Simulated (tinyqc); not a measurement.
Gamma, L and X subbands of a thin body with non-parabolic valleys: one step. Filling and quantum capacitance. Two cases, with inputs chosen for the exercise.

Problem. Over the ten listed subbands, named by valley (G, L, X), degeneracy and number.

n_i = g m/(2 pi c) kB T ln(1 + exp((EF - E_i)/kB T)), sum n_i = Ns (1e12/cm^2 = 1e-4/angstrom^2), c = hbar^2/2m0. Quantum capacitance Cq = 1602.176634 sum g m/(2 pi c) f_i in microfarad/cm^2 with f_i = 1/(1 + exp((E_i - EF)/kB T)); Cox = 34.5313/eot (one gate); C/Cox = Cq/(Cq + Cox), the centroid term left out.

Constants: hbar^2/2m0 = 3.80998211 eV angstrom^2; kB = 8.617333262e-05 eV/K.

Give: EF; n_i in the order of the list; Cq; Cox; C/Cox.

Case 1.

Values chosen (near those of a thin GaAs channel; not measured data): face = 100 (surface); t = 44 angstrom (body thickness); Ns = 9.8 x 1e12/cm^2 (sheet density); T = 300 K (temperature); eot = 9 angstrom (equivalent oxide thickness).

Subbands:
```
subband  g    E (eV)  DOS mass
G1 n=1   1  0.250494  0.087078
L4 n=1   4  0.460296  0.376886
X1 n=1   1  0.464013  0.231158
X1 n=2   1  0.507514  0.243205
X2 n=1   2  0.530511  0.593103
X1 n=3   1  0.575581  0.262055
X1 n=4   1  0.663376  0.286369
X2 n=2   2  0.739705  0.730781
X1 n=5   1  0.766336  0.314883
G1 n=2   1  0.791610  0.128289
```

Solution.

EF = 0.4190 eV

n_i in the order of the list (1e12/cm^2): 6.132  3.003  0.404  0.084  0.170  0.007  0.000  0.000  0.000  0.000

Cq = 26.73 microfarad/cm^2
Cox = 3.837 microfarad/cm^2
C/Cox = 0.874

EF lies 169 meV above the lowest edge; Gamma holds 63 % of the electrons. The density of states is ample: only 13 % of the gate capacitance is lost.

Case 2.

Values chosen (near those of a thin GaSb channel; not measured data): face = 100 (surface); t = 84 angstrom (body thickness); Ns = 8.6 x 1e12/cm^2 (sheet density); T = 300 K (temperature); eot = 7 angstrom (equivalent oxide thickness).

Subbands:
```
subband  g    E (eV)  DOS mass
L4 n=1   4  0.085478  0.304280
G1 n=1   1  0.120734  0.049481
L4 n=2   4  0.192427  0.327095
X1 n=1   1  0.324454  0.225560
X1 n=2   1  0.334765  0.227230
X2 n=1   2  0.344487  0.598791
X1 n=3   1  0.351783  0.229987
L4 n=3   4  0.355759  0.361938
X1 n=4   1  0.375272  0.233792
G1 n=2   1  0.382562  0.072643
```

Solution.

EF = 0.0822 eV

n_i in the order of the list (1e12/cm^2): 8.293  0.108  0.197  0.000  0.000  0.001  0.000  0.000  0.000  0.000

Cq = 39.95 microfarad/cm^2
Cox = 4.933 microfarad/cm^2
C/Cox = 0.890

EF lies 3 meV below the lowest edge; Gamma holds 1 % of the electrons. The density of states is ample: only 11 % of the gate capacitance is lost.

Computed by tinyqc, one run a case: `OMP_NUM_THREADS=1 python tinyqc.py N N+1 out.jsonl` with N = 1281331, 1281415; one thread of a shared Intel(R) Xeon(R) Processor @ 2.30GHz, about 0.04 s a run at most.
